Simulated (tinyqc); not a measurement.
Hot electrons in a saturated n-channel MOSFET, lucky-electron model: one step of the calculation.

Beyond pinch-off the lateral field grows as Esat cosh(y/l) over the velocity-saturated region (pseudo-two-dimensional model). Impact ionisation in this region gives the substrate current, which biases the body forward through Rsub. Currents are per width. Local-field laws: they overstate ionisation when the field peak is narrower than an energy relaxation length.

Question. Length and field scales. Cox = 3.9 eps0/tox, l = sqrt(3 tox xj), Esat = 2 vs/mu.

Inputs (values chosen for the exercise); values close to those of silicon n-channel devices:
```
symbol,value,unit,meaning
L,0.25,um,channel length
tox,5.8,nm,oxide thickness
xj,78,nm,junction depth
mu,380,cm^2/(V s),effective mobility
vs,8.5e6,cm/s,saturation velocity
```

Constants: eps0 = 8.8541878128e-14 F/cm where lengths are in cm. Results are converted to the units shown.

Give: Cox; l; Esat; Esat L.

Answer.

Cox = 0.59537 uF/cm^2
l = 36.840 nm
Esat = 0.044737 MV/cm
Esat L = 1.1184 V

Program tinyqc, `OMP_NUM_THREADS=1 python tinyqc.py 2550061 2550062 out.jsonl`; Intel Xeon 2.30GHz, shared host, one thread, about 0.01 s.
